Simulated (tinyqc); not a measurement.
## MOSFET in the linear regime without short-channel effects, parameter extraction from computed curves: extraction methods against the temperature

Inversion charge Q = Cox n Vt W0(exp((Vg - VT)/(n Vt))), W0 the Lambert function and n = nf; u = Q/Cox; mobility mu = mu0/(1 + th1 u + th2 u^2); channel resistance Rch = (L - dL)/(W mu Q); Id = Vd/(Rch + Rsd/W). Cox = eps0 eox/tox. Small Vd, no channel-length or drain effects.

From the continuous curve Id(Vg): tangent at peak gm (V_ext = Vg - Id/gm); constant current Id = 0.1 uA W/L; peak of d2Id/dVg2; Y = Id/sqrt(gm) drawn through Vg = VT + 0.6 and VT + 0.8 V, with intercept VT_Y and slope s. Mobilities gm,max L/(W Cox Vd) and s^2 L/(W Cox Vd) with the drawn L. Last column: share of Rsd/W in the total resistance at VT + 0.8 V.

Parameters, values chosen for the exercise; channel values of the order met in silicon transistors:

| symbol | value | unit | meaning |
|---|---|---|---|
| eox | 3.9 |  | relative permittivity of the gate insulator (close to silicon dioxide) |
| tox | 6.3 | nm | insulator thickness |
| mu0 | 300 | cm^2/(V s) | low-field mobility |
| th1 | 0.21 | 1/V | first mobility attenuation factor |
| th2 | 0 | 1/V^2 | second mobility attenuation factor |
| VT | 0.45 | V | threshold voltage |
| nf | 1.29 |  | body factor |
| W | 0.5 | um | gate width |
| L | 0.09 | um | drawn gate length |
| dL | 0.012 | um | drawn less effective length |
| Rsd | 200 | ohm um | source plus drain resistance |
| Vd | 0.02 | V | drain voltage |

Constants: q = 1.602176634e-19 C, kB = 1.380649e-23 J/K, Vt = kB T/q, eps0 = 8.8541878128e-14 F/cm where lengths are in cm. Results are converted to the units shown.

Results:
columns A: T (K); B: V_ext (V); C: constant current (V); D: second derivative (V); E: VT_Y (V); F: mobility from gm (cm^2/(V s)); G: mobility from Y (cm^2/(V s)); H: series share (%)
```
A        B      C      D      E    F    G     H
77   0.456  0.487  0.448  0.474  283  337  21.7
110  0.456  0.486  0.447  0.480  273  333  21.5
220  0.454  0.479  0.443  0.492  249  320  20.8
300  0.449  0.470  0.440  0.495  236  311  20.4
370  0.445  0.459  0.435  0.496  227  303  20.1
450  0.438  0.446  0.431  0.495  218  293  19.9
```

Estimate the missing row, T = 150 K.

Computed row:
columns A: T (K); B: V_ext (V); C: constant current (V); D: second derivative (V); E: VT_Y (V); F: mobility from gm (cm^2/(V s)); G: mobility from Y (cm^2/(V s)); H: series share (%)
```
A        B      C      D      E    F    G     H
150  0.456  0.485  0.446  0.485  263  329  21.2
```

With this row back in the table: The model has VT = 0.45 V and mu0 = 300 cm^2/(V s). Over the table the extracted thresholds move by 18 mV (tangent), 41 mV (constant current), 17 mV (second derivative), 22 mV (Y function). The mobility from gm falls from 283 to 218 and that from Y falls from 337 to 293 cm^2/(V s).

Numbers from tinyqc (`OMP_NUM_THREADS=1 python tinyqc.py 2210027 2210028 out.jsonl`; about 0.01 s on one thread of a shared Intel Xeon 2.30GHz).
